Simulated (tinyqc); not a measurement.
Worked calculation: carbon nanotube by zone folding. Values are carried at full precision from step to step, so a last printed digit may differ when a step is redone from the rounded ones.

Circumference C = n a1 + m a2, a = sqrt3 acc; d = a sqrt(n^2 + nm + m^2)/pi; tan(theta) = sqrt3 m/(2n + m); dR = gcd(2n + m, 2m + n); T = t1 a1 + t2 a2 with t1 = (2m + n)/dR, t2 = -(2n + m)/dR, |T| = sqrt3 pi d/dR; N = 2 (n^2 + nm + m^2)/dR hexagons a cell. On cutting line mu = 0 to N - 1 at x = k|T|/(2 pi) the phases are p1 = 2 pi (-t2 mu + m x)/N, p2 = 2 pi (t1 mu - n x)/N, and E = -/+ t |1 + exp(i p1) + exp(i p2)|.

Inputs chosen for the exercise (near those used for carbon; shifted at random, so the results belong to these values and not to a real crystal):

| symbol | value | unit | meaning |
|---|---|---|---|
| n | 18 |  | chiral index |
| m | 0 |  | chiral index |
| acc | 1.44 | angstrom | bond length |
| t | 2.66 | eV | hopping |
| mu | 13 |  | cutting line |
| x | -0.09 |  | position on the line |

## Geometry

Form d, theta, dR, t1, t2, N and |T|, and (n - m) mod 3.

d = 14.290 angstrom
theta = 0.00 degrees

dR, t1, t2, N: 18  1  -2  36

|T| = 4.320 angstrom
(n - m) mod 3 = 0

A cutting line passes through K: metallic in zone folding; zigzag, 72 atoms a cell.

## One point of one line

Form the phases and the energy.

p1, p2 (rad): 4.53786  2.55167

E of the upper band = 1.1399 eV

## Band edges

The three lowest distinct minima of E along the lines, doubled (the transition between mirror bands), against the cone: 2 t acc j/d with j = 1, 2, 4 for semiconducting and 0, 3, 3 for metallic tubes.

Transitions (eV):

| order | zone folding | cone |
|---|---|---|
| 1 | 0.0000 | 0.0000 |
| 2 | 1.5193 | 1.6082 |
| 3 | 1.6809 | 1.6082 |

Trigonal warping splits the first pair of the metallic tube by 0.1616 eV. Measured optical lines also hold self-energy and exciton terms.

## The small gap from curvature

Rolling tilts the orbitals and moves K off the line: Eg = (3/4) t (acc/d)^2 |cos(3 theta)| in the estimate used here (misalignment of pi orbitals alone).

gap = 20.3 meV

It falls as 1/d^2 and is largest for zigzag tubes.

Computed by tinyqc, a small Python program: `OMP_NUM_THREADS=1 python tinyqc.py 1451536 1451537 out.jsonl` (the numbers bound the seed that draws the inputs); one thread of a shared host (Intel(R) Xeon(R) Processor @ 2.30GHz), about 0.01 s for the whole set of steps.
